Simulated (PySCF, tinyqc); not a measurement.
FCI on RHF in the sto-3g basis, for H4, spin multiplicity 1, step by step. The lowest restricted solution is unstable here: a spin-polarised one lies 0.0122 hartree lower (PySCF). One step of it, computed by the program tinyqc.

Problem. Iteration 3 (converged): orbitals. Diagonalise F' = X^T F X, C = X C', fill 2 alpha and 2 beta electrons from the bottom; D = 2 C_occ C_occ^T. Each column has its largest component positive (the first on a tie).

converged F (hartree), lower triangle:
```
           1H 1s      2H 1s      3H 1s      4H 1s
1H 1s  -0.209192
2H 1s  -0.153336  -0.209192
3H 1s  -0.424210  -0.124889  -0.209192
4H 1s  -0.124889  -0.424210  -0.153336  -0.209192
```

X:
```
               1          2          3         4
1H 1s   0.708446   0.606541   0.480125  0.379285
2H 1s  -0.708446   0.606541  -0.480125  0.379285
3H 1s  -0.708446  -0.606541   0.480125  0.379285
4H 1s   0.708446  -0.606541  -0.480125  0.379285
```

Give: F' = X^T F X; orbital energies; coefficients C; D after iteration 3.

Solution.

F' = X^T F X (hartree), lower triangle:
```
       1      2       3       4
1  0.489
2  0.000  0.275
3  0.000  0.000  -0.328
4  0.000  0.000   0.000  -0.525
```

orbital energies (hartree): MO1 -0.525, MO2 -0.328, MO3 0.275, MO4 0.489

coefficients C:
```
         MO1     MO2     MO3     MO4
1H 1s  0.379   0.480   0.607   0.708
2H 1s  0.379  -0.480   0.607  -0.708
3H 1s  0.379   0.480  -0.607  -0.708
4H 1s  0.379  -0.480  -0.607   0.708
```

D after iteration 3, lower triangle:
```
        1H 1s   2H 1s   3H 1s  4H 1s
1H 1s   0.749
2H 1s  -0.173   0.749
3H 1s   0.749  -0.173   0.749
4H 1s  -0.173   0.749  -0.173  0.749
```
